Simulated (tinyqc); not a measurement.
Junction parameters from two forward currents.

Problem. D(v) = J1 (exp(v/Vt) - 1) + J2 (exp(v/(2 Vt)) - 1). Find J1, J2 and the voltage 2 Vt ln(J2/J1) near which both parts are equal.

Inputs (values chosen for the exercise):
- T = 358 K (temperature)

Constants: q = 1.602176634e-19 C, kB = 1.380649e-23 J/K, Vt = kB T/q. Results are converted to the units shown.

junction voltages (V): 0.31  0.69
currents (uA/um): 2.7993158e-7  0.0052928161

Solution. The current is linear in J1 and J2, so two points give two equations.

J1 = 1.000e-12 uA/um
J2 = 1.700e-9 uA/um
crossover = 0.4589 V

Numbers from tinyqc (`OMP_NUM_THREADS=1 python tinyqc.py 2182103 2182104 out.jsonl`; about 0.2 s on one thread of a shared Intel Xeon 2.30GHz).
